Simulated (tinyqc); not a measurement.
What a faster ramp buys: rapid thermal processing of a wafer: radiative balance, ramp and cooling, pattern effects, pyrometer error and spike budget. Computed by tinyqc, a small Python program. Command: `OMP_NUM_THREADS=1 python tinyqc.py 3113921 3113922 out.jsonl rtp walk`. One thread of a shared host (Intel(R) Xeon(R) Processor @ 2.30GHz), about 0.04 s of CPU time with the checks.

The wafer is opaque and uniform through its thickness unless said otherwise; temperatures in formulas are in kelvin (C + 273.15). sigma = 5.670374419e-12 W/(cm^2 K^4).

Inputs (values chosen for the exercise, modelled on a hot silicon wafer):
```
quantity                                              value         unit
wafer thickness d                                       775   micrometre
heat capacity per volume C                             2.25   J/(cm^3 K)
thermal conductivity k                                 0.27     W/(cm K)
emissivity eps of each face                            0.61            -
reflectivity of the chamber walls r                    0.36            -
gas heat-transfer coefficient h, both faces together    1.2  mW/(cm^2 K)
wall temperature T_w                                    350            K
process temperature                                     819            C
starting temperature                                    450            C
ramp rate                                                28          K/s
activation energy of the process E_a                      2           eV
```

Constants: k_B = 8.617333262e-05 eV/K.

Method:
- Effective emissivity between parallel grey plates: eps_eff = 1/(1/eps + 1/(1 - r) - 1). Loss per area q(T) = 2 eps_eff sigma (T^4 - T_w^4) + h (T - T_w).
- Absorbed power during a ramp = q(T) + C d x ramp rate; thermal time constant tau = C d/(dq/dT), dq/dT = 8 eps_eff sigma T^3 + h; natural cooling rate q/(C d); front-to-back difference under one-sided heating at the end of the ramp = (absorbed power) d/(2 k).
- Cooling with the lamps off: C d dT/dt = -q(T), integrated adaptively (relative tolerance 1e-10).
- Spike anneal: linear ramp to the peak, then lamps off. Equivalent time at the peak = int exp(-(E_a/k_B)(1/T - 1/T_peak)) dt; estimate (k_B T^2/E_a)(1/ramp rate + 1/cooling rate). The ramp part uses 4000 trapezoid steps, the cooling part 4000 steps over 4 tau.

time constant tau = 6.21908 s

holding power q = 8.14127 W/cm^2

natural cooling rate = 46.6883 K/s

Against the ramp rate:
```
ramp (K/s)  ramp part (s)  cooling part (s)  total (s)  power at the peak (W/cm^2)
10                 4.7134            1.1941     5.9076                        9.89
25                 1.8854            1.1941     3.0795                       12.50
50                 0.9427            1.1941     2.1368                       16.86
100                0.4713            1.1941     1.6655                       25.58
250                0.1885            1.1941     1.3827                       51.74
500                0.0943            1.1941     1.2884                       95.33
1000               0.0471            1.1941     1.2413                      182.52
```

From 10 to 100 K/s the total falls by a factor 3.5, from 100 to 1000 K/s by 1.34: the cooling part, 1.19 s, is a floor, and the natural cooling rate here is 46.7 K/s.

Extremes, crossings and ranges named in words are read from the listed rows.
